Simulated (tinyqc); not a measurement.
Inside a calculation. Method: tight binding, kagome lattice. One step of it, computed by the program tinyqc.

Problem. Levels at k. Diagonalise the Hermitian matrix.

H(k) at k (eV), order A, B, C:
```
[[0.000000, -0.936854-0.515040i, -1.080013-0.388829i],
 [-0.936854+0.515040i, 0.000000, -1.190144+0.188500i],
 [-1.080013+0.388829i, -1.190144-0.188500i, 0.000000]]
```

Give: eigenvalues; weights |c|^2 of the basis functions.

Solution.

eigenvalues (eV): [-2.282, 1.062, 1.220]

weights |c|^2 of the basis functions, order A, B, C:
```
[[0.321, 0.613, 0.066],
 [0.332, 0.359, 0.309],
 [0.347, 0.028, 0.625]]
```
